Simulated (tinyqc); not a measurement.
Schottky emission and Poole-Frenkel conduction in an insulator, and how to tell them apart: one step of the calculation.

Schottky emission (electrode-limited): J = As T^2 exp[-(pb - b sqrt(F))/Vt], b = sqrt(q/(4 pi eps0 ei)). Poole-Frenkel emission (bulk-limited): J = s0 F exp[-(pt - 2 b sqrt(F))/Vt]. F in V/cm.

Question. Which mechanism made these data. The data come from another sample of the same dielectric, in which one mechanism alone limits the current. Fit straight lines by least squares: ln J on sqrt(F) (Schottky plot, slope b/Vt) and ln(J/F) on sqrt(F) (Poole-Frenkel plot, slope 2 b/Vt), F in V/cm, and read a permittivity from each slope. The right mechanism gives a value near ei, and in any case between ei and es.

Inputs (values chosen for the exercise); dielectric values close to those of silicon nitride: temperature T = 325 K; high-frequency relative permittivity ei = 4.1; static relative permittivity es = 7.4.

Constants: q = 1.602176634e-19 C, kB = 1.380649e-23 J/K, Vt = kB T/q, eps0 = 8.8541878128e-14 F/cm where lengths are in cm. Results are converted to the units shown.

| point | F (MV/cm) | J (A/cm^2) |
|---|---|---|
| 0 | 1.12 | 5.973e-7 |
| 1 | 1.97 | 0.0001067 |
| 2 | 2.81 | 0.005857 |
| 3 | 3.66 | 0.1815 |
| 4 | 4.5 | 3.62 |

Find: slope of the Schottky plot; permittivity read as Schottky; slope of the Poole-Frenkel plot; permittivity read as Poole-Frenkel.

Answer.

slope of the Schottky plot = 0.014687 (cm/V)^0.5
permittivity read as Schottky = 0.85107
slope of the Poole-Frenkel plot = 0.013383 (cm/V)^0.5
permittivity read as Poole-Frenkel = 4.0999

Both plots are nearly straight, so straightness decides nothing. Read as Poole-Frenkel the data give 4.10, which matches ei = 4.1; read as Schottky they give 0.851, below 1 and impossible. The data are Poole-Frenkel.

tinyqc, about 0.01 s, one thread, Intel Xeon 2.30GHz (shared host): `OMP_NUM_THREADS=1 python tinyqc.py 2370120 2370121 out.jsonl`
